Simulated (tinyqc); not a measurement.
Ion implantation: universal nuclear stopping, Lindhard-Scharff electronic stopping and a Gaussian range profile: one step, computed by the program tinyqc. Command: `OMP_NUM_THREADS=1 python tinyqc.py 3000414 3000415 out.jsonl implant walk`. One thread of a shared host (Intel(R) Xeon(R) Processor @ 2.30GHz), about 0.1 s of CPU time with the checks.

An ion slows by elastic collisions with screened nuclei and by friction with electrons; channelling is ignored and the target is uniform.

Question. Damage. Kinchin-Pease count with efficiency 0.8: N_d = 0.8 nu/(2 E_d), taking all of nu as damage energy (an upper estimate, as recoils also lose energy to electrons). Spread over a depth R_p + dR_p, displacements per atom = Q N_d/(N (R_p + dR_p)).

Inputs (values chosen for the exercise, modelled on arsenic ions in diamond): target density N = 176.3 1/nm^3; dose Q = 6.2e+12 1/cm^2; displacement energy E_d = 40 eV.

energy lost to nuclei nu = 4.287169 keV

projected range R_p = 4.596729 nm

straggle dR_p = 1.057038 nm

Give: displacements per ion N_d; displacements per atom.

Answer.

displacements per ion N_d = 42.87

displacements per atom = 0.002667

One displacement per atom would need a dose of 2.3e15 per cm^2 if no defects annealed.
